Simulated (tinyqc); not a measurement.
Inside a calculation. Method: plane-wave Kohn-Sham cycle with exchange-only LDA in a layered model solid. One step of it, computed by the program tinyqc.

Task: Iteration 2: Hamiltonian at one k. H(m,m') = (k + G_m)^2/2 delta + V(G_m - G_m'), with V(-G) = V(G).

A solid whose potential varies along x alone (atomic units):
```
parameter                      value
period a                   10.700000
cross-section of the cell  20.000000
electrons per cell                 2
grid points                       16
plane waves -n..n, n               3
k points                           2
V1 in V1 cos(2 pi x/a)     -0.240000
```

V(G_m), m = 0, 1, 2, ... (hartree): -0.207315  -0.110317  0.000586  -0.000265  -0.000032  0.000010  0.000003

k = 0.250000 2 pi / a

Give: H.

Result:

H (hartree), lower triangle:
```
         -3       -2       -1       +0       +1       +2      +3
-3   1.0965
-2  -0.1103   0.3207
-1   0.0006  -0.1103  -0.1103
+0  -0.0003   0.0006  -0.1103  -0.1965
+1   0.0000  -0.0003   0.0006  -0.1103   0.0621
+2   0.0000   0.0000  -0.0003   0.0006  -0.1103   0.6655
+3   0.0000   0.0000   0.0000  -0.0003   0.0006  -0.1103  1.6138
```
